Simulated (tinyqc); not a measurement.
# Worked calculation: input admittance of a MOSFET at zero drain bias: distributed channel and distributed gate

tinyqc, about 0.01 s, one thread, Intel Xeon 2.30GHz (shared host): `OMP_NUM_THREADS=1 python tinyqc.py 2262104 2262105 out.jsonl` Printed values are rounded.

Source and drain grounded, strong inversion, w = 2 pi f, Cox = eps0 eox/tox. The channel is an RC line of resistance 1/(mu Cox Vo) per square fed from both ends, so one finger has the intrinsic admittance y = i w Cox L tanh(g)/g per width, g = (1/2) sqrt(i w tau), tau = L^2/(mu Vo). The vertical resistance rv/L is in series with y, the overlaps 2 i w Cov in parallel: y_t = 1/(1/y + rv/L) + 2 i w Cov. The gate strip is a line of Rsh/L per length loaded by y_t, so a finger has Y = y_t Wf tanh(k)/k, k = (Wf/sd) sqrt(y_t Rsh/L); the device has Nf Y.

Parameters, values chosen for the exercise; values of the order met in silicon radio-frequency transistors: relative permittivity of the gate insulator (close to silicon dioxide) eox = 3.9; insulator thickness tox = 1.6 nm; channel length L = 0.5 um; finger width Wf = 0.57 um; number of fingers Nf = 64; channel mobility mu = 310 cm^2/(V s); gate overdrive Vo = 0.67 V; sheet resistance of the gate Rsh = 17 ohm/square; vertical resistivity of the gate stack rv = 0 ohm um^2; number of ends at which a finger is contacted sd = 1; overlap and fringe capacitance on each side Cov = 0.36 fF/um; frequency f = 25 GHz.

Constants: eps0 = 8.8541878128e-14 F/cm where lengths are in cm. Results are converted to the units shown.

## Low-frequency resistances and capacitance

Low-frequency limits, with c = Cox L and ct = c + 2 Cov: R_strip = Rsh Wf/(3 sd^2 L Nf), R_ch = (c/ct)^2 L/(12 mu Cox Vo Wf Nf), R_vert = (c/ct)^2 rv/(L Wf Nf), C = ct Wf Nf.

parts (ohm): strip 0.1009375, channel 2.239245, vertical 0
sum = 2.340182 ohm
C = 419.9228 fF
1/(2 pi R C) = 161.9575 GHz

The channel term is the largest, 95.7 % of the sum.

## Admittance of the channel and stack per width

tau, g, c = Cox L, y and y_t as defined.

tau = 12.03659 ps
g = 0.4861460+0.4861460i
c = 10.79104 fF/um
y = 257.751+1646.343i uS/um
y_t = 257.751+1759.440i uS/um

w tau = 1.89, and Im y is 0.971 of w c.

## Input impedance of the device

k and Y as defined; Z = 1/(Nf Y) = R + 1/(i w C); Q = |Im Z|/R; signal at the point farthest from a contact |1/cosh k|.

k = 0.1060438+0.0916406i
Nf Y = 9.80824+64.05953i mS
R = 2.335392 ohm
C = 417.3761 fF
Q = 6.531197
signal at the far point = 0.9985467

R is 0.20 % below its low-frequency limit and C is 0.61 % below its own.
